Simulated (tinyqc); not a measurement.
Slater-Koster d bands of an fcc metal: one step. Second moment and the rectangular band. Three cases, with inputs chosen for the exercise.

Problem. mu2 = z (dds^2 + 2 ddp^2 + 2 ddd^2)/5 per orbital, with z = 12. A rectangular band with the same mu2 has width W = sqrt(12 mu2), Fermi level W (Nd/10 - 1/2) and bond energy -W Nd (10 - Nd)/20 (Friedel).

Give: mu2; W; Fermi level; bond energy per atom.

Case 1.

Values chosen (of the size met in Ni; shifted at random, so the results belong to these values and not to a real crystal): dds = -0.477 eV (dd sigma); ddp = 0.2 eV (dd pi); ddd = -0.024 eV (dd delta); Nd = 8 (d electrons per atom).

Solution.

mu2 = 0.7408 eV^2
W = 2.9816 eV
Fermi level = 0.8945 eV
bond energy per atom = -2.3853 eV

Case 2.

Values chosen (of the size met in Ni; shifted at random, so the results belong to these values and not to a real crystal): dds = -0.46 eV (dd sigma); ddp = 0.212 eV (dd pi); ddd = -0.074 eV (dd delta); Nd = 9 (d electrons per atom).

Solution.

mu2 = 0.7499 eV^2
W = 2.9997 eV
Fermi level = 1.1999 eV
bond energy per atom = -1.3499 eV

Case 3.

Values chosen (of the size met in Co; shifted at random, so the results belong to these values and not to a real crystal): dds = -0.473 eV (dd sigma); ddp = 0.251 eV (dd pi); ddd = -0.071 eV (dd delta); Nd = 8 (d electrons per atom).

Solution.

mu2 = 0.8636 eV^2
W = 3.2191 eV
Fermi level = 0.9657 eV
bond energy per atom = -2.5753 eV

The bond energy is the attractive part alone; the repulsion between atoms, left out, cancels a large share of it in the cohesive energy.

Computed by tinyqc, one run a case: `OMP_NUM_THREADS=1 python tinyqc.py N N+1 out.jsonl` with N = 1450958, 1451030, 1451053; one thread of a shared Intel(R) Xeon(R) Processor @ 2.30GHz, about 0.06 s a run at most.
